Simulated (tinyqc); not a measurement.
# Switching power and leakage at the onset of runaway

Problem. T = T0 + Rth P(T), P(T) = Pd + Pl (T/300 K)^2 exp[(q Ea/kB)(1/(300 K) - 1/T)]. At the onset of runaway the loop gain Rth dP/dT equals one as well. Find Pd and the critical Pl.

Values chosen for this exercise:
```
symbol  value  unit                           meaning
T0        340     K               ambient temperature
Ea       0.31    eV  activation energy of the leakage
Rth       1.3   K/W                thermal resistance
```

Constants: q = 1.602176634e-19 C, kB = 1.380649e-23 J/K. Results are converted to the units shown.

temperature at the onset of runaway = 421.63332 K

Answer. With s = 2/T + q Ea/(kB T^2), unit gain means Rth (P - Pd) = 1/s; the heat balance then gives Pd, and the leakage term Pl.

Pd = 32.00 W
critical Pl = 0.4904 W

Numbers from tinyqc (`OMP_NUM_THREADS=1 python tinyqc.py 2520026 2520027 out.jsonl`; about 0.01 s on one thread of a shared Intel Xeon 2.30GHz).
